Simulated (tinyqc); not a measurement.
Strain as a design knob: strained quantum well: band edges, subbands and transparency.

Growth on (001), barriers unstrained: tr(e) = e (2 - nu2), Z = b e (1 + nu2); Ec = Ev + Eg + ac tr(e), E_HH = Ev + av tr(e) + Z, E_LH = Ev + av tr(e) - Z (coupling to the split-off band left out).

Masses along z: me, 1/(g1 - 2 g2) for HH, 1/(g1 + 2 g2) for LH, likewise in the barrier; in the plane me, 1/(g1 + g2) for HH and 1/(g1 - g2) for LH (no mixing, which understates the hole masses away from k = 0). Level n solves k L + 2 atan[(k/m)/(kappa/mb)] = n pi, k = sqrt(m E/c), kappa = sqrt(mb (V - E)/c), c = hbar^2/2m0.

Transparency (Bernard-Duraffourg): Fc - Fv equals the lowest transition energy with n = p, n = sum m/(2 pi c) kB T ln(1 + exp((Fc - E)/kB T)) and p likewise over the listed subbands; c = hbar^2/2m0, 1/angstrom^2 = 1e16/cm^2.

Constants: hbar^2/2m0 = 3.80998211 eV angstrom^2; kB = 8.617333262e-05 eV/K; hc = 1239.841984 eV nm.

Values chosen for the exercise (near those of an InGaAs/InP well; shifted at random, so the results belong to these values and not to a real crystal):
```
symbol  value                                                    unit      meaning
nu2     0.983                                                              2 C12/C11
Eg      0.825                                                    eV        unstrained gap of the well
Ev      -0.614                                                   eV        its valence edge
ac      -6.25                                                    eV
av      1.09                                                     eV        Ev moves by av tr(e)
b       -1.91                                                    eV        shear potential
Egb     1.347                                                    eV        gap of the barrier
Evb     -0.94                                                    eV        its valence edge
L       94                                                       angstrom  well width
me      0.0467                                                   m0        electron mass
g1      12.71                                                              gamma1
g2      4.89                                                               gamma2
meb     0.08                                                     m0
g1b     5.08
g2b     1.6
T       300                                                      K         temperature
es      (-0.02, -0.014, -0.008, -0.003, 0, 0.003, 0.007, 0.012)            strains
```

Only the strain is changed; the unstrained gap and the masses are kept.

Results:
```
e (%)  wavelength (nm)  top hole  hh1 - lh1 (meV)  n_tr (1e12/cm^2)  share in top
-2.0              1330       hh1              177             0.461          0.68
-1.4              1354       hh1              134             0.485          0.67
-0.8              1382       hh1               90             0.485          0.64
-0.3              1407       hh1               53             0.517          0.55
0.0               1422       hh1               31             0.565          0.44
0.3               1439       hh1                9             0.648          0.32
0.7               1498       lh1              -21             0.631          0.76
1.2               1602       lh1              -58             0.581          0.92
```

What does the comparison show?

n_tr is largest at e = +0.3 % (0.65), where hh1 - lh1 = 9 meV and the top subband holds 32 % of the holes, and smallest, 0.46, at -2.0 %. The top hole level turns from hh to lh, and the light from TE to TM, between +0.3 and +0.7 %. The wavelength runs from 1330 to 1602 nm.

Run: tinyqc, `OMP_NUM_THREADS=1 python tinyqc.py 1252458 1252459 out.jsonl`; Intel(R) Xeon(R) Processor @ 2.30GHz, one thread, shared host; about 0.02 s of CPU time with all checks.
